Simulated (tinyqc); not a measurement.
Estimate of lattice thermal conductivity from elastic moduli (Slack, Klemens and Cahill formulas): one step, computed by the program tinyqc. Command: `OMP_NUM_THREADS=1 python tinyqc.py 3008541 3008542 out.jsonl slack walk`. One thread of a shared host (Intel(R) Xeon(R) Processor @ 2.30GHz), about 0.01 s of CPU time with the checks.

An isotropic solid.

Problem. Minimum conductivity. Cahill minimum: kappa_min = (pi/6)^(1/3) k_B V^(-2/3) sum over L, T, T of v (T/Theta_i)^2 int_0^(Theta_i/T) x^3 e^x/(e^x - 1)^2 dx, Theta_i = Theta v_i/v_m (64 Gauss-Legendre points). Its high-temperature limit is (1/2) (pi/6)^(1/3) k_B V^(-2/3) (vL + 2 vT).

Inputs (values chosen for the exercise, for a model crystal): volume per atom V = 16.6 angstrom^3; temperature T = 400 K.

Grueneisen parameter: from the Poisson ratio.

vL = 7266.377 m/s

vT = 3391.665 m/s

Debye temperature Theta = 445.6948 K

v_m = 3818.831 m/s

kappa of the polycrystal = 5.568085 W/(m K)

Constants: k_B = 1.380649e-23 J/K.

Give: kappa_min; its high-temperature limit; kappa_poly/kappa_min.

Solution.

kappa_min = 1.077 W/(m K)

its high-temperature limit = 1.201 W/(m K)

kappa_poly/kappa_min = 5.168
